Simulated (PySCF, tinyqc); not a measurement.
MP2 on RHF in the sto-6g basis, for BeH+, spin multiplicity 1, step by step. The lowest restricted solution is unstable here: a spin-polarised one lies 0.0123 hartree lower (PySCF). One step of it, computed by the program tinyqc.

Problem. Second-order Moller-Plesset energy. E2 = sum_ijab (ia|jb) [2 (ia|jb) - (ib|ja)] / (e_i + e_j - e_a - e_b) over occupied i, j and virtual a, b; the opposite-spin part is (ia|jb)^2 / denominator, the rest is same-spin, and SCS-MP2 scales them by 6/5 and 1/3.

orbital energies (hartree): MO1 -5.054756, MO2 -0.636856, MO3 -0.252018, MO4 -0.124138, MO5 -0.124138, MO6 0.073332

Two-electron integrals over orbitals (pq|rs), unique and non-zero (hartree):
```
(11|11) 2.284643    (21|11) -0.176113   (21|21) 0.022948    (22|11) 0.451072
(22|21) -0.001639   (22|22) 0.446755    (31|11) -0.175451   (31|21) 0.019221
(31|22) -0.013409   (31|31) 0.027258    (32|11) 0.087686    (32|21) -0.005999
(32|22) -0.064227   (32|31) 0.001161    (32|32) 0.068485    (33|11) 0.520960
(33|21) -0.010607   (33|22) 0.328644    (33|31) 0.001868    (33|32) 0.031159
(33|33) 0.420116    (41|41) 0.015875    (42|41) 0.014179    (42|42) 0.045986
(43|41) 0.013684    (43|42) 0.035276    (43|43) 0.047818    (44|11) 0.570111
(44|21) -0.005757   (44|22) 0.345676    (44|31) -0.005723   (44|32) 0.044981
(44|33) 0.378804    (44|44) 0.450117    (51|51) 0.015875    (52|51) 0.014179
(52|52) 0.045986    (53|51) 0.013684    (53|52) 0.035276    (53|53) 0.047818
(54|54) 0.024258    (55|11) 0.570111    (55|21) -0.005757   (55|22) 0.345676
(55|31) -0.005723   (55|32) 0.044981    (55|33) 0.378804    (55|44) 0.401601
(55|55) 0.450117    (61|11) 0.082057    (61|21) -0.013929   (61|22) -0.008334
(61|31) -0.002548   (61|32) 0.008078    (61|33) 0.014535    (61|44) 0.001995
(61|55) 0.001995    (61|61) 0.015934    (62|11) -0.137037   (62|21) 0.001229
(62|22) 0.016022    (62|31) 0.008745    (62|32) -0.057838   (62|33) -0.004879
(62|44) -0.070635   (62|55) -0.070635   (62|61) 0.005556    (62|62) 0.117076
(63|11) 0.078613    (63|21) -0.002957   (63|22) -0.057142   (63|31) 0.005223
(63|32) 0.064855    (63|33) 0.047913    (63|44) 0.039729    (63|55) 0.039729
(63|61) 0.007710    (63|62) -0.062065   (63|63) 0.081399    (64|41) -0.006734
(64|42) -0.024569   (64|43) -0.006846   (64|64) 0.021966    (65|51) -0.006734
(65|52) -0.024569   (65|53) -0.006846   (65|65) 0.021966    (66|11) 0.481144
(66|21) -0.001950   (66|22) 0.453125    (66|31) -0.011982   (66|32) -0.067365
(66|33) 0.357226    (66|44) 0.349999    (66|55) 0.349999    (66|61) -0.007033
(66|62) 0.038701    (66|63) -0.058657   (66|66) 0.487353
```

Hartree-Fock energy = -14.75483810 hartree

Give: Terms; Pair energies; MP2 correlation energy; SCS-MP2 correlation energy; MP2 total energy.

Solution.

Terms:
```
i  j  a  b    (ia|jb)    (ib|ja)  denominator       term
2  2  6  6      0.117      0.117       -1.420     -0.010
2  2  3  3      0.068      0.068       -0.770     -0.006
2  2  6  3     -0.058     -0.058       -1.095  -3.05e-03
2  2  3  6     -0.058     -0.058       -1.095  -3.05e-03
2  2  4  4      0.046      0.046       -1.025  -2.06e-03
2  2  5  5      0.046      0.046       -1.025  -2.06e-03
1  1  3  3      0.027      0.027       -9.605  -7.74e-05
2  1  4  4      0.014      0.014       -5.443  -3.69e-05
2  1  5  5      0.014      0.014       -5.443  -3.69e-05
1  2  4  4      0.014      0.014       -5.443  -3.69e-05
1  2  5  5      0.014      0.014       -5.443  -3.69e-05
1  1  4  4      0.016      0.016       -9.861  -2.56e-05
1  1  5  5      0.016      0.016       -9.861  -2.56e-05
1  1  6  6      0.016      0.016      -10.256  -2.48e-05
1  2  3  6      0.009      0.008       -5.513  -1.49e-05
2  1  6  3      0.009      0.008       -5.513  -1.49e-05
1  2  6  3      0.008      0.009       -5.513  -1.09e-05
2  1  3  6      0.008      0.009       -5.513  -1.09e-05
2  1  6  6      0.006      0.006       -5.838  -5.29e-06
1  2  6  6      0.006      0.006       -5.838  -5.29e-06
1  1  6  3  -2.55e-03  -2.55e-03       -9.931  -6.54e-07
1  1  3  6  -2.55e-03  -2.55e-03       -9.931  -6.54e-07
2  1  3  3   1.16e-03   1.16e-03       -5.188  -2.60e-07
1  2  3  3   1.16e-03   1.16e-03       -5.188  -2.60e-07
```

Pair energies (hartree; pair i-j sums ij and ji):
```
pair  opposite spin  same spin
1-1       -1.55e-04          0
2-1       -2.10e-04  -1.62e-07
2-2          -0.026          0
```

MP2 correlation energy = -0.02634 hartree

SCS-MP2 correlation energy = -0.03161 hartree

MP2 total energy = -14.78118 hartree
